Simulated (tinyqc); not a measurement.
Scan in temperature at fixed frequency: admittance spectroscopy and thermally stimulated current of one trap level in a depletion layer. Computed by tinyqc, a small Python program. Command: `OMP_NUM_THREADS=1 python tinyqc.py 3113267 3113268 out.jsonl admit walk`. One thread of a shared host (Intel(R) Xeon(R) Processor @ 2.30GHz), about 0.01 s of CPU time with the checks.

A Schottky junction on n-type material holds one donor-like electron trap; shallow donors are fully ionised and abrupt depletion edges are assumed.

Inputs (values chosen for the exercise, modelled on n-type germanium):

| quantity | value | unit |
|---|---|---|
| dielectric constant eps | 16.1 | - |
| density-of-states mass m | 0.557 | m_0 |
| shallow doping N | 9.9e+16 | 1/cm^3 |
| trap density N_t | 4.4e+15 | 1/cm^3 |
| trap depth E_t below the band | 0.277 | eV |
| capture cross section sigma | 1.3e-14 | cm^2 |
| band bending V_b | 0.46 | V |
| test frequency f | 3000 | Hz |

Constants: k_B = 1.380649e-23 J/K; m_0 = 9.1093837015e-31 kg; h = 6.62607015e-34 J s; k_B = 8.617333262e-05 eV/K; eps_0 = 8.8541878128e-12 F/m; e = 1.602176634e-19 C.

Method:
- N_c = 2 (2 pi m k_B T/h^2)^(3/2), v_th = sqrt(3 k_B T/m), emission rate e_n = sigma v_th N_c exp(-E_t/(k_B T)).
- Where the level crosses the Fermi level capture equals emission, so the trap follows the signal with the rate 2 e_n; G/omega peaks at omega = 2 e_n (the correction for large N_t/N is left out).
- Solve 2 e_n(T_p) = 2 pi f.
- With E_c - E_F = k_B T_p ln(N_c/N): lambda = sqrt(2 eps eps_0 (E_t - (E_c - E_F))/(e^2 N)); traps are empty and charged for x < x_t = w - lambda, and V_b = e (N w^2 + N_t x_t^2)/(2 eps eps_0). High frequency: C_hf = eps eps_0/w. Low frequency: C_lf = eps eps_0 (N + N_t)/(N w + N_t x_t).
- With x = omega/(2 e_n): C = C_hf + (C_lf - C_hf)/(1 + x^2), G/omega = (C_lf - C_hf) x/(1 + x^2); C_hf and C_lf are held at their values at T_p.

peak temperature T_p = 176.856 K

C_hf = 157.106 nF/cm^2

C_lf = 161.858 nF/cm^2

Admittance:

| T (K) | omega/(2 e_n) | C (nF/cm^2) | G/omega (nF/cm^2) |
|---|---|---|---|
| 155.6 | 15.472 | 157.13 | 0.3059 |
| 162.7 | 5.745 | 157.25 | 0.8030 |
| 168.0 | 2.889 | 157.61 | 1.4691 |
| 173.3 | 1.512 | 158.55 | 2.1866 |
| 176.9 | 0.995 | 159.49 | 2.3763 |
| 180.4 | 0.673 | 160.38 | 2.2009 |
| 185.7 | 0.382 | 161.25 | 1.5834 |
| 192.8 | 0.187 | 161.70 | 0.8595 |
| 201.6 | 0.083 | 161.83 | 0.3903 |

The peak of G/omega is half the step, 2.38 nF/cm^2. Its full width is near 2 ln(2 + sqrt3) k_B T_p^2/(E_t + 2 k_B T_p) = 23.1 K.

Extremes, crossings and ranges named in words are read from the listed rows.
